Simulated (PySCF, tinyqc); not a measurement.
CCSD on RHF in the sto-3g basis, for H3+, spin multiplicity 1, step by step. The lowest restricted solution is unstable here: a spin-polarised one lies 0.0001 hartree lower (PySCF). One step of it, computed by the program tinyqc.

Task: CCSD: starting amplitudes. t_ij^ab = <ij||ab> / (e_i + e_j - e_a - e_b), whose energy is MP2.

orbital energies (hartree): MO1 -0.950969, MO2 -0.333856, MO3 0.241646

Two-electron integrals over orbitals (pq|rs), unique and non-zero (hartree):
```
(11|11) 0.563635    (21|21) 0.146365    (22|11) 0.477696    (22|22) 0.529881
(31|11) 0.095549    (31|22) -0.039516   (31|31) 0.136386    (32|21) -0.141557
(32|32) 0.159505    (33|11) 0.568579    (33|22) 0.507555    (33|31) 0.082125
(33|33) 0.606922
```

Give: Starting amplitudes; correlation energy.

Result:

Starting amplitudes (spin orbitals 1a, 1b, ...; amplitudes related by a flip of all spins are not repeated):
```
from      to        t
1a 1b  2a 2b  -0.1186
1a 1b  3a 3b  -0.0572
```

correlation energy = -0.025156 hartree
